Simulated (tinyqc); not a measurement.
Quasi-harmonic thermal expansion with mode Grueneisen parameters. Changing the temperature T. Computed by tinyqc, a small Python program. Command: `OMP_NUM_THREADS=1 python tinyqc.py 3007640 3007641 out.jsonl qha sweep`. One thread of a shared host (Intel(R) Xeon(R) Processor @ 2.30GHz), about 0.05 s of CPU time with the checks.

A crystal with two atoms a cell; per atom there are 1 transverse acoustic (TA), 1/2 longitudinal acoustic (LA) and 3/2 optical (O) modes. Every frequency of group i scales as nu_i (V/V0)^(-gamma_i). The acoustic groups have Debye spectra, density 3 nu^2/nu_i^3 up to nu_i (40 Gauss-Legendre points); the optical group has one frequency. Static energy: E = (9 V0 B0/16) [y^3 B' + y^2 (2 - 4 y)], y = (V0/V)^(2/3) - 1, with pressure P_s = (3 B0/2) (z^7 - z^5) [1 + (3/4)(B' - 4)(z^2 - 1)], z = (V0/V)^(1/3).

Inputs (values chosen for the exercise, modelled on germanium):

| quantity | value | unit |
|---|---|---|
| static volume V0 | 22.6 | angstrom^3/atom |
| static bulk modulus B0 | 74.1 | GPa |
| static B' | 4.47 | - |
| frequency nu_TA | 2.43 | THz |
| frequency nu_LA | 5.96 | THz |
| frequency nu_O | 8.13 | THz |
| Grueneisen parameter gamma_TA | -0.66 | - |
| Grueneisen parameter gamma_LA | 1.1 | - |
| Grueneisen parameter gamma_O | 1.2 | - |
| step factor f | 1 | - |

Acoustic groups: Debye.

Constants: h x 1 THz = 4.135667696 meV; k_B = 8.617333262e-05 eV/K; 1 eV/angstrom^3 = 160.2176634 GPa.

Method:
- For a mode with x = h nu/(k_B T), n = 1/(exp(x) - 1): U = h nu (n + 1/2), C/k_B = x^2 n (n + 1); U_i and C_i sum these over group i with its weight per atom.
- Phonon pressure P_ph = sum_i gamma_i U_i/V.
- gamma_th = sum gamma_i C_i / sum C_i; volume expansion coefficient alpha_V = gamma_th C k_B/(B0 V0); linear coefficient alpha_V/3; first-order volume change P_ph/B0.
- Start at V0 and step V(new) = V [1 + f (P_s + P_ph)/B0]; stop when |P_s + P_ph| < 1e-8 GPa, after 60 steps, or when V leaves 0.7 to 1.3 V0.
- B_T = -V d(P_s + P_ph)/dV at fixed T (central difference, step 1e-4 V); alpha_V = sum gamma_i C_i k_B/(B_T V), all at V(T); the linear coefficient is alpha_L = alpha_V/3.
- C_P - C_V = alpha_V^2 B_T V T; the optical frequency is nu_O (V/V0)^(-gamma_O).

One run for each value:

| temperature T (K) | linear expansion coefficient (ppm/K) | gamma_th at V0 | volume change from V0 (%) | isothermal bulk modulus B_T (GPa) | C_P - C_V (k_B/atom) |
|---|---|---|---|---|---|
| 20 | -0.468 | -0.5804 | 0.314 | 73.60 | 4.774e-06 |
| 30 | -0.810 | -0.5229 | 0.312 | 73.61 | 2.140e-05 |
| 44 | -0.911 | -0.3907 | 0.308 | 73.61 | 3.968e-05 |
| 65 | -0.427 | -0.1308 | 0.304 | 73.61 | 1.290e-05 |
| 96 | 0.791 | 0.1651 | 0.305 | 73.58 | 6.530e-05 |
| 140 | 2.199 | 0.3610 | 0.326 | 73.48 | 7.350e-04 |
| 210 | 3.369 | 0.4710 | 0.386 | 73.27 | 2.582e-03 |
| 310 | 4.041 | 0.5206 | 0.499 | 72.94 | 5.467e-03 |
| 460 | 4.410 | 0.5439 | 0.692 | 72.42 | 9.612e-03 |
| 680 | 4.612 | 0.5544 | 0.993 | 71.65 | 1.542e-02 |
| 1000 | 4.743 | 0.5592 | 1.449 | 70.52 | 2.371e-02 |

Over the rows, linear expansion coefficient (ppm/K) goes from -0.468 through a minimum among these rows, -0.911 at 44.0, to 4.74; gamma_th at V0 rises from -0.580 to 0.559; volume change from V0 (%) goes from 0.314 through a minimum among these rows, 0.304 at 65.0, to 1.45. alpha follows sum gamma_i C_i: each group joins once k_B T nears its h nu, the softest first, and its negative gamma makes the crystal shrink at first. C_P - C_V goes as alpha^2 T.

Extremes, crossings and ranges named in words are read from the listed rows.
